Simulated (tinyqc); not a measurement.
What moves the results: donor level screened by free carriers (Yukawa potential). A value that a table varies takes the place of the one given here.

Potential -(q/(eps r)) exp(-ks r), q = e^2/(4 pi eps0). In units Ry* = Ry m/eps^2 and a* = a0 eps/m the problem is [-Laplacian - 2 exp(-x r)/r] psi = E psi with x = ks a*.

Converged values use 18 functions exp(-z r), z = 1.55^i, i = -11 to 6: S = 2/A^3, H = z_i z_j S - 2/(A + x)^2, A = z_i + z_j.

Screening wave number: Debye ks^2 = 4 pi q n/(eps kB T); Thomas-Fermi ks^2 = 6 pi q n/(eps EF) with EF = c (3 pi^2 n/gv)^(2/3)/m, c = hbar^2/2m0; the two are joined by 1/ks^2 = sqrt(1/ks_D^4 + 1/ks_TF^4). 1e18/cm^3 = 1e-6/angstrom^3, q = e^2/(4 pi eps0).

Constants: e^2/(4 pi eps0) = 14.39964547 eV angstrom; kB = 8.617333262e-05 eV/K; hbar^2/2m0 = 3.80998211 eV angstrom^2; Ry = 13.60569312 eV; a0 (Bohr radius) = 0.5291772105 angstrom.

Inputs chosen for the exercise (near those of a donor in Si, with one mean mass; the results hold for these values, not for the real material):
- xs = (0.06, 0.19, 0.34, 0.53, 0.67, 0.87, 1.09) (values of x)
- m = 0.321 m0 (mass)
- eps = 11.8 (dielectric constant)
- gv = 6 (valleys)
- T = 400 K (temperature)
- nl = (0.11, 0.37, 1.1, 3.7, 11, 37, 110) x 1e18/cm^3 (densities)
- n = 3.7 x 1e18/cm^3 (free-carrier density)

## Towards the loss of the bound state

First order (-1 + 2x), one-parameter (minimum of z^2 - 8 z^3/(2z + x)^2) and converged 1s energies in Ry*, and the mean radius in a*; a dash marks an unbound result.

Results:
```
x,first order,trial function,converged,<r>
0.06,-0.8800,-0.8852,-0.8852,1.50
0.19,-0.6200,-0.6685,-0.6686,1.55
0.34,-0.3200,-0.4647,-0.4656,1.64
0.53,-,-0.2655,-0.2694,1.85
0.67,-,-0.1550,-0.1627,2.12
0.87,-,-0.0441,-0.0595,2.93
1.09,-,-,-0.0056,7.54
```

First order loses the state at x = 0.5, the trial function reaches zero energy at x = 1.00, and the exact limit is 1.19. The radius starts at 1.5 a*, grows slowly at first (1.64 at x = 0.34), then steadily, and swells towards the end (7.5 at 1.09), where a single exponential fails: the binding vanishes as the square of the distance from 1.19.

## Binding against carrier density

Ry* = 31.3662 meV
a* = 19.453 angstrom

x from the joined ks; converged 1s binding (dash: x above 1.17, at or past the limit 1.19 where the state unbinds).

Results:
```
n (1e18/cm^3),EF/kB T,1/ks (angstrom),x,binding (meV),n^(1/3) a*
0.11,0.02,143.0,0.136,23.63,0.093
0.37,0.05,78.0,0.250,18.27,0.140
1.1,0.11,45.3,0.430,11.45,0.201
3.7,0.24,24.8,0.784,3.04,0.301
11,0.49,14.7,1.326,-,0.433
37,1.11,8.7,2.238,-,0.648
1.1e+02,2.29,6.1,3.185,-,0.932
```

The binding falls from 23.6 to 3.0 meV (bare value 31.4); it passes half the bare value between 0.37 and 1.1 x 1e18/cm^3. The level is unbound, or bound by less than 0.001 Ry*, from 11 x 1e18/cm^3 on; as the density rises, it is lost by the time n^(1/3) a* reaches 0.43. x grows with exponent 0.50 in n at the start and 0.32 at the end (1/2 for Debye, 1/6 for Thomas-Fermi screening). The level survives to n^(1/3) a* = 0.30, past the 0.26 of the Mott rule, which corresponds to x = 1 for one valley with degenerate screening; here the level lasts until x = 1.19, the screening is at most the degenerate value, and overlap of donors is left out.

## What each parameter does

Ry* = Ry m/eps^2, a* = a0 eps/m, x = ks a* with the joined ks; converged binding. Each row changes one parameter from the base and keeps the others.

Results:
```
case,1/ks (angstrom),x,binding in Ry*,binding (meV)
base,24.8,0.784,0.097,3.04
n = 1.85 x 1e18/cm^3,34.9,0.557,0.247,7.74
T = 460 K,26.6,0.732,0.125,3.91
m = 0.36 m0,24.8,0.700,0.144,5.05
eps = 10.9,23.8,0.754,0.113,4.14
gv = 7,24.8,0.785,0.097,3.03
```

The largest shifts from the base row, up to three for each result and ties (the steps differ in size, so this ranks the rows, not the parameters). 1/ks (angstrom): n +10.1, T +1.8, eps -1.0; unchanged at the printed digits by m and gv. x: n -0.228, m -0.084, T -0.052. binding in Ry*: n +0.150, m +0.047, T +0.028; unchanged at the printed digits by gv. binding (meV): n +4.70, m +2.01, eps +1.10.

Program tinyqc; command `OMP_NUM_THREADS=1 python tinyqc.py 1280845 1280846 out.jsonl`; about 0.01 s on one thread of a shared Intel(R) Xeon(R) Processor @ 2.30GHz.
